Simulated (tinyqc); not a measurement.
From results back to parameters: pi bands of a honeycomb layer in tight binding. Two cases, with inputs chosen for the exercise.

Problem. With nearest hopping t, overlap s0 of neighbours and w the size of the sum of the three phase factors, the levels are -t w/(1 + s0 w) and t w/(1 - s0 w). The levels at Gamma (w = 3) come from hidden t and s0.

Case 1.

levels at Gamma (eV): lower -7.82379, upper 10.26590

Case 2.

levels at Gamma (eV): lower -6.55689, upper 13.19277

Find: t, s0; difference at M (w = 1).

Solution. The reciprocals of the sizes add to 2/(3t) and differ by 2 s0/t.

Case 1.

t, s0: 2.960  0.045

difference at M (w = 1) = 5.932 eV

Case 2.

t, s0: 2.920  0.112

difference at M (w = 1) = 5.914 eV

Computed by tinyqc, one run a case: `OMP_NUM_THREADS=1 python tinyqc.py N N+1 out.jsonl` with N = 1480830, 1480838; one thread of a shared Intel(R) Xeon(R) Processor @ 2.30GHz, about 0.01 s a run at most.
